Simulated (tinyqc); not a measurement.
What moves the results: inversion layer as a triangular well, valleys of the Si type. A value that a table varies takes the place of the one given here.

Six ellipsoidal valleys with their long axes along the cube axes, mass ml along the axis and mt across it. For a valley whose axis makes the angle theta with the surface normal, 1/m_z = cos^2(theta)/ml + sin^2(theta)/mt sets the confinement; in the plane the masses are m_1 = mt and m_2 = ml mt/m_z, and m_d = sqrt(m_1 m_2).

The field is taken as constant, e F = 4 pi (e^2/4 pi eps0)(Nd + eta Ns)/eps, with 1e12/cm^2 = 1e-4/angstrom^2, and the oxide as a hard wall at z = 0; c = hbar^2/2m0.

Level j of a valley lies at E_j = a_j (c (e F)^2/m_z)^(1/3) above the band edge at the surface, with the Airy zeros a_j = 2.338107, 4.087949, 5.520560, 6.786708, 7.944134, 9.022651, 10.040174, 11.008524, 11.936016, 12.828777, and has <z> = 2 E_j/(3 e F).

Subband i holds n_i = g m_d/(2 pi c) kB T ln(1 + exp((EF - E_i)/kB T)) (spin included), and EF is fixed by sum n_i = Ns over the levels listed or, where none are listed, over j = 0 to 9 of each group; 1e12/cm^2 = 1e-4/angstrom^2.

Constants: hbar^2/2m0 = 3.80998211 eV angstrom^2; e^2/(4 pi eps0) = 14.39964547 eV angstrom; kB = 8.617333262e-05 eV/K.

Values chosen for the exercise (near those of Si; the results hold for these values, not for the real material):
```
symbol  value                      unit         meaning
ml      0.914                      m0           longitudinal mass
mt      0.188                      m0           transverse mass
eps     11.7                                    dielectric constant
Nd      0.12                       x 1e12/cm^2  depletion charge
eta     0.5                                     share of Ns in the effective field
face    110                                     surface
T       300                        K            temperature
Nss     (0.5, 1, 2, 4, 7, 10, 14)  x 1e12/cm^2  sheet densities
Ns      0.98                       x 1e12/cm^2  electron sheet density
Vox     3.08                       eV           barrier of an SiO2-like oxide
mox     0.44                       m0           mass in the oxide
```

## Raising the sheet density

Valleys (masses in m0):
```
valleys g  cos^2(theta)      m_z      m_1      m_2      m_d
4               0.50000  0.31185  0.18800  0.55100  0.32185
2               0.00000  0.18800  0.18800  0.91400  0.41453
```

The field, the ladders and EF anew for each Ns.

Results:
```
Ns (1e12/cm^2)  F (MV/cm)  lowest E (eV)  next - lowest (meV)  EF - lowest (meV)  share of lowest (%)  <z> (angstrom)
0.5                 0.057         0.0371                  6.8             -107.7                 42.8            65.4
1.0                 0.096         0.0524                  9.6              -83.7                 53.5            47.0
2.0                 0.173         0.0777                 14.3              -60.1                 64.9            34.2
4.0                 0.328         0.1188                 21.8              -36.9                 74.8            25.8
7.0                 0.560         0.1698                 31.2              -17.7                 81.2            21.0
10.0                0.792         0.2139                 39.3               -4.5                 84.7            18.5
14.0                1.101         0.2665                 49.0                9.0                 87.6            16.5
```

What can be read from the table?

Levels scale as F^(2/3): the field grows by 19.24 and the lowest level by 7.18. The layer thins from 65.4 to 16.5 angstrom. EF passes the lowest edge between 10 and 14 e12/cm^2. The share of the lowest subband rises throughout: the spacing grows faster than the band fills.

## Surface orientation

The same densities on four faces. m_c is the conductivity mass averaged over directions in the plane: 1/m_c = sum n_i (1/m_1 + 1/m_2)/2 / Ns.

Results:
```
face   valleys of lowest  lowest E (eV)  EF (eV)  share of lowest (%)  <z> (angstrom)  m_c (m0)
(100)                  2         0.0362  -0.0339                 26.7            45.4     0.241
(110)                  4         0.0518  -0.0326                 53.2            47.5     0.289
(111)                  6         0.0553  -0.0324                 77.7            47.8     0.294
(211)                  2         0.0477  -0.0327                 27.4            47.4     0.286
```

What does this show?

The lowest level is deepest on (100), where a valley axis lies closest to the normal, and the lightest conductivity mass is on (100) (0.241 m0, against 0.294 m0 on (111)). EF, counted from the band edge at the surface, is lowest on (100) and spans 2 meV.

## Four estimates of the lowest level

WKB: E = (c/m_z)^(1/3) (3 pi e F/2 x 3/4)^(2/3), <z> = 2E/(3 e F). Fang-Howard: psi = z exp(-b z/2) up to a norm, E = c b^2/(4 m_z) + 3 e F/b at its minimum b^3 = 6 e F m_z/c, <z> = 3/b. Finite barrier: flat height Vox and mass mox for z < 0, finite differences with psi and psi'/m continuous, cells of 0.05 angstrom from -15 to 300 angstrom. The last column is measured against Airy.

Lowest level:
```
method                E (eV)  <z> (angstrom)  E - Airy (meV)
Airy, hard wall       0.0518           36.60             0.0
WKB, hard wall        0.0514           36.32            -0.4
Fang-Howard           0.0549           38.77             3.1
finite oxide barrier  0.0496           34.24            -2.2
```

b = 0.0774 1/angstrom
probability in the oxide = 0.0004

What does this show?

WKB is off by -0.8 % and the variational function by +5.9 %, above the exact value as it must be; both ratios are independent of field and mass. The finite barrier lowers the level by 2.2 meV and brings the charge 2.4 angstrom closer; in energy that is less than the Fang-Howard error (3.1 meV).

## What each parameter does

Field, ladders and EF anew. Each row changes one parameter from the base and keeps the others.

Results:
```
case                   lowest E (eV)  EF (eV)  share of lowest (%)  <z> (angstrom)
base                          0.0518  -0.0326                 53.2           47.46
Ns = 1.96 x 1e12/cm^2         0.0767   0.0160                 64.6           34.48
Nd = 0.06 x 1e12/cm^2         0.0483  -0.0372                 51.0           50.55
T = 360 K                     0.0518  -0.0588                 47.5           51.38
ml = 1.005 m0                 0.0515  -0.0339                 53.1           47.35
mt = 0.169 m0                 0.0534  -0.0289                 54.2           48.38
eps = 10.5                    0.0557  -0.0276                 55.4           44.53
```

How do the results move?

The largest shifts from the base row, up to three for each result and ties (the steps differ in size, so this ranks the rows, not the parameters). lowest E (eV): Ns +0.0249, eps +0.0039, Nd -0.0035; unchanged at the printed digits by T. EF (eV): Ns +0.0486, T -0.0262, eps +0.0050. share of lowest (%): Ns +11.4, T -5.7, eps +2.2, Nd -2.2. <z> (angstrom): Ns -12.98, T +3.92, Nd +3.09.

Computed by tinyqc, a small Python program: `OMP_NUM_THREADS=1 python tinyqc.py 1250138 1250139 out.jsonl` (the numbers bound the seed that draws the inputs); one thread of a shared host (Intel(R) Xeon(R) Processor @ 2.30GHz), about 0.02 s for the whole set of steps.
